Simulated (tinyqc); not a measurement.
# Thermionic-field emission through a Schottky barrier, WKB: two studies

Metal on an n-type semiconductor with one parabolic valley; V > 0 is forward bias (metal positive). Energies E are counted from the conduction edge of the neutral semiconductor, whose Fermi level lies at -xi; that of the metal lies at -xi - V. The barrier is a parabola of height Vd = phi - xi - V (depletion approximation, no image force).

Inputs (values chosen for the exercise); band and dielectric values close to those of silicon: temperature T = 200 K; electron mass me = 0.258 m0; relative permittivity eps_r = 11.9; barrier height seen from the metal phi = 0.33 eV; donor density Nd = 9.3e17 cm^-3.

Constants: q = 1.602176634e-19 C, kB = 1.380649e-23 J/K, eps0 = 8.8541878128e-12 F/m, hbar = 1.054571817e-34 J s, h = 6.62607015e-34 J s, m0 = 9.1093837015e-31 kg, Vt = kB T/q. Results are converted to the units shown.

Each table varies one quantity; the others keep the values above.

## Current against forward bias

Nc = 2 (2 pi me m0 kB T/h^2)^1.5 (times 1e-6 for cm^-3); Nd = Nc F12(-xi/Vt), F12(x) = (2/sqrt(pi)) int_0^infinity sqrt(u)/(1 + exp(u - x)) du; E00 = (hbar/2) sqrt(Nd/(me m0 eps0 eps_r)) in SI units (volts). For E < Vd, ln T(E) = -(Vd/E00) [sqrt(1 - y) - y ln((1 + sqrt(1 - y))/sqrt(y))], y = E/Vd; T(E) = 1 above. J = A* T (q/kB) int_0^infinity T(E) N(E) dE, N = ln[(1 + exp((-xi - E)/Vt))/(1 + exp((-xi - V - E)/Vt))], A* = 4 pi q me m0 kB^2/h^3 (times 1e-4 for A/(cm^2 K^2)). The integral is converged to the digits shown; the share over the barrier is that of E > Vd, and 0 means below 1e-6 %. n = (dV/d ln J)/Vt.

Current against forward bias:

| V (V) | J (A/cm^2) | share over the barrier (%) | mean E/Vd | n |
|---|---|---|---|---|
| 0.069 | 9.095 | 3.55 | 0.7096 | 1.136 |
| 0.094 | 32.10 | 4.35 | 0.7095 | 1.160 |
| 0.118 | 106.0 | 5.32 | 0.7096 | 1.171 |
| 0.143 | 364.1 | 6.61 | 0.7102 | 1.180 |
| 0.167 | 1178 | 8.22 | 0.7119 | 1.192 |
| 0.192 | 3948 | 10.5 | 0.7159 | 1.208 |
| 0.217 | 1.296e4 | 13.6 | 0.7246 | 1.234 |
| 0.241 | 3.937e4 | 18.0 | 0.7434 | 1.277 |

What does the comparison show?

J rises from 9.10 to 39400 A/cm^2, and n rises from 1.14 to 1.28. The Padovani-Stratton slope is (E00/Vt) coth(E00/Vt) = 1.11; the middle row is 6.9 % above it.

## Contact resistivity against doping

The contact resistivity is rho_c = 1/(dJ/dV) at V = 0, where N becomes V f/Vt with f = 1/(1 + exp((E + xi)/Vt)). The last column is the thermionic value Vt exp(phi/Vt)/(A* T^2). By a common rule of thumb, E00/Vt below 0.5 marks thermionic emission, 0.5 to 5 thermionic-field emission and above 5 field emission.

Contact resistivity against doping:

| Nd (cm^-3) | E00/Vt | rho_c (ohm cm^2) | thermionic rho_c (ohm cm^2) |
|---|---|---|---|
| 9.3e16 | 0.1875 | 0.8328 | 2.874 |
| 2.1e17 | 0.2817 | 0.4742 | 2.874 |
| 4.9e17 | 0.4304 | 0.1839 | 2.874 |
| 1.1e18 | 0.6448 | 0.04081 | 2.874 |
| 2.6e18 | 0.9914 | 0.002984 | 2.874 |
| 5.9e18 | 1.493 | 1.000e-4 | 2.874 |
| 1.3e19 | 2.217 | 3.827e-6 | 2.874 |
| 3.1e19 | 3.423 | 2.090e-7 | 2.874 |
| 7.1e19 | 5.180 | 2.682e-8 | 2.874 |

What does the table show?

rho_c falls from 0.833 to 2.68e-8 ohm cm^2: 0.29 of the thermionic value in the first row (thermionic emission) and 9.3e-9 of it in the last (field emission). Between the last two rows ln rho_c changes by 0.357 eV for each unit of 1/E00, to be set beside phi = 0.33 eV of the rule rho_c ~ exp(phi/E00). Even in the first row most of the current tunnels through the thin top of the barrier.

Range of the model: One isotropic valley is assumed; bands with several valleys have a larger Richardson constant and Nc. The depletion approximation, a parabolic band and the neglect of image-force lowering make these currents estimates at high doping.

Numbers from tinyqc (`OMP_NUM_THREADS=1 python tinyqc.py 2640042 2640043 out.jsonl`; about 0.04 s on one thread of a shared Intel Xeon 2.30GHz).
